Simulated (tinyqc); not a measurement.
# Thermal resistances of a two-die stack

Question. Heat leaves through the lower die only, and the system is linear. Find the resistance R1 from the lower die to the coolant, R2 between the dies, and the rise of the upper die when both are powered.

Inputs (values chosen for the exercise): power of the lower die P1 = 11 W; power of the upper die P2 = 7.3 W.

rises of the lower and upper die with only the lower one powered (K): 8.91  8.91
rises of the lower and upper die with only the upper one powered (K): 5.913  6.57

Solution. With only the lower die powered no heat crosses R2, so both dies rise by P1 R1; the difference in the second test is P2 R2; rises add.

R1 = 0.8100 K/W
R2 = 0.09000 K/W
rise of the upper die = 15.48 K

tinyqc, about 0.03 s, one thread, Intel Xeon 2.30GHz (shared host): `OMP_NUM_THREADS=1 python tinyqc.py 2162012 2162013 out.jsonl`
